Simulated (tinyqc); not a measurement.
One electron in a tunnel-coupled double dot: charge qubit, sensing and quantum capacitance: two steps of the calculation.

Basis (left, right), H = [[ep/2, tc], [tc, -ep/2]], splitting Om = sqrt(ep^2 + 4 tc^2), ep = al times the gate voltage. In equilibrium the electron is on the right with the chance P_R = [1 + (ep/Om) tanh(Om/2 kB T)]/2.

Parameters, values chosen for the exercise: tunnel coupling tc = 12 ueV; electron temperature T = 0.2 K; lever arm of the gate on the detuning al = 0.38 eV/V; parasitic capacitance of the resonator Cp = 0.41 pF; resonator frequency f0 = 449 MHz; loaded quality factor Q = 20; detuning ep = -43 ueV.

Constants: q = 1.602176634e-19 C, kB = 1.380649e-23 J/K, h = 6.62607015e-34 J s, Vt = kB T/q. Results are converted to the units shown.

Task 1. Splitting and occupation. Also the frequency Om/h, the mixing angle arctan2(2 tc, ep) and the weight of the right dot in the ground state, (1 + ep/Om)/2.

Find: Om; Om/h; mixing angle; ground-state weight; kB T; P_R.

Result 1.

Om = 49.244 ueV
Om/h = 11.907 GHz
mixing angle = 150.83 degree
ground-state weight = 0.063401
kB T = 17.235 ueV
P_R = 0.11082

Task 2. Capacitance seen by a resonator. q^2 al^2 dP_R/d(ep) splits into Cq = q^2 al^2 (2 tc^2/Om^3) tanh(Om/2 kB T) and Ct = q^2 al^2 (ep/Om)^2/(4 kB T cosh^2(Om/2 kB T)); Ct appears only if relaxation is faster than the drive. A resonator of frequency f0, capacitance Cp and quality factor Q shifts by df = -f0 Cq/(2 Cp) and its phase by -2 Q Cq/Cp.

Give: Cq; Ct; df; phase shift.

Result 2.

Cq = 49.74 aF
Ct = 52.57 aF
df = -27.23 kHz
phase shift = -278.0 millidegree

tinyqc, about 0.01 s, one thread, Intel Xeon 2.30GHz (shared host): `OMP_NUM_THREADS=1 python tinyqc.py 2470035 2470036 out.jsonl`
